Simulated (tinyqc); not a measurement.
# Two-sublattice mean-field magnet: ferrimagnet, compensation points and susceptibility, step by step

A worked calculation. Computed by tinyqc, a small Python program that keeps every step. Command: `OMP_NUM_THREADS=1 python tinyqc.py 3004913 3004914 out.jsonl ferri walk`. One thread of a shared host (Intel(R) Xeon(R) Processor @ 2.30GHz), about 0.01 s of CPU time with the checks. Intermediate numbers are printed to about 6 digits and carried at full precision; extremes and crossings named in words are read from the listed rows.

A random alloy A(1-x)B(x) with H = -sum over pairs J S_i.S_j. a = <S_A> and b = <S_B> are taken along z, a > 0. Exchange fields: h_A = (1 - x) zJ_AA a + x zJ_AB b, h_B = (1 - x) zJ_AB a + x zJ_BB b; a = S_A B_(S_A)(S_A h_A/(k_B T)) and likewise for b, with the Brillouin function B_S(y) = [(2S + 1)/(2S)] coth[(2S + 1) y/(2S)] - [1/(2S)] coth[y/(2S)].

Inputs (values chosen for the exercise, for a model ferrimagnet):
```
quantity,value,unit
spin S_A,2,-
spin S_B,3.5,-
g factor g_A,2,-
g factor g_B,2,-
fraction x of B sites,0.19,-
z J_AA,29.1,meV
z J_BB,4.1,meV
z J_AB,-5.5,meV
T over T_c,0.42,-
largest number of steps,3000,-
```

Constants: k_B = 8.617333262e-05 eV/K.

## Ordering temperature

Linearised, T (a, b) = M (a, b) with M_ij = S_i (S_i + 1) c_j zJ_ij/(3 k_B), c_A = 1 - x, c_B = x. T_c is the larger eigenvalue, and its eigenvector gives b/a at onset, (T_c - M_AA)/M_AB.

M (K):
```
,A,B
A,547.060,-24.253
B,-271.415,47.460
```

eigenvalues (K): [34.614, 559.906]

T_c = 559.906 K

b/a at onset = -0.529646

T = 235.160 K

The antiferromagnetic A-B coupling raises T_c by 13 K over that of A alone.

## First step

Start from a = S_A, b = -S_B and apply the equations once.

h_A = 50.7995 meV

h_B = -11.6365 meV

new a = 1.91125

new b = -2.29268

## Self-consistent moments

Repeat from a = S_A, b = -S_B until a and b change by less than 1e-10.

Iteration:
```
step,a,b,largest change
1,2.00000,-3.50000,1.20732e+00
2,1.91125,-2.29268,1.62678e-01
3,1.89360,-2.13000,2.71829e-02
4,1.89014,-2.10282,4.90677e-03
5,1.88948,-2.09791,9.10690e-04
6,1.88935,-2.09700,1.70624e-04
...,...,...,...
10,1.88932,-2.09679,2.13645e-07
11,1.88932,-2.09679,4.02094e-08
12,1.88932,-2.09679,7.56776e-09
13,1.88932,-2.09679,1.42432e-09
14,1.88932,-2.09679,2.68070e-10
15,1.88932,-2.09679,5.04543e-11
```

a = 1.88932

b = -2.09679

last change = 5.04543e-11

a is at 94 % and b at 60 % of saturation: the B spins feel the weaker field per spin and lose their order faster.

## Net moment and spin

Net moment m = (1 - x) g_A a + x g_B b in mu_B per site; net spin s = (1 - x) a + x b. At T = 0, a = S_A and b = -S_B. Effective g = m/s.

net moment m = 2.26392 mu_B

net spin s = 1.13196

m at T = 0 = 1.91 mu_B

effective g = 2

A dominates at T, as at T = 0.

## Compensation temperatures

Net moment m = (1 - x) g_A a + x g_B b in mu_B per site; net spin s = (1 - x) a + x b. T_M: m = 0; T_A: s = 0; searched between 0.02 and 0.97 T_c, and given as 0 if there is no change of sign.

magnetic compensation T_M = 0 K

angular-momentum compensation T_A = 0 K

No compensation in this range.

## Moments against temperature

The formulas are those given above.

Sublattices:
```
T/T_c,T (K),a/S_A,-b/S_B,m (mu_B)
0.05,27.995,1.000000,0.997679,1.91309
0.15,83.986,0.999534,0.925828,2.00714
0.30,167.972,0.982540,0.747997,2.18859
0.45,251.958,0.931705,0.564203,2.26833
0.60,335.944,0.843853,0.409415,2.18956
0.72,403.132,0.738515,0.305300,1.98674
0.84,470.321,0.582571,0.208639,1.61004
0.92,515.113,0.423267,0.138930,1.18661
0.97,543.109,0.263494,0.082156,0.74445
```

At 0.45 T_c A keeps 0.93 and B 0.56 of saturation. |m| first rises, to 2.268 at 0.45 T_c, because the minority sublattice falls faster (type P).

## Susceptibility above T_c

With a field B, T (a, b) = M (a, b) + (mu_B B/(3 k_B)) (g_A S_A (S_A + 1), g_B S_B (S_B + 1)). chi = m/B per site; C = mu_B [(1 - x) g_A^2 S_A (S_A + 1) + x g_B^2 S_B (S_B + 1)]/(3 k_B); the table gives C/chi, which tends to T - theta.

Inverse susceptibility:
```
T (K),C/chi (K),T - C/chi (K)
571.10,23.61,547.493
615.90,108.76,507.133
699.88,243.00,456.886
839.86,430.87,408.990
1119.81,756.53,363.283
1679.72,1351.52,328.194
2799.53,2494.04,305.494
5599.06,5308.21,290.849
```

T - C/chi sinks from 547 K just above T_c to 291 K at 10 T_c, on its way to the asymptotic theta. The curve of 1/chi is a hyperbola that bends down to zero at T_c = 560 K, so a Curie-Weiss line fitted at high T misses T_c.

Checks made by the program: the fixed point (relative difference below 1e-10).
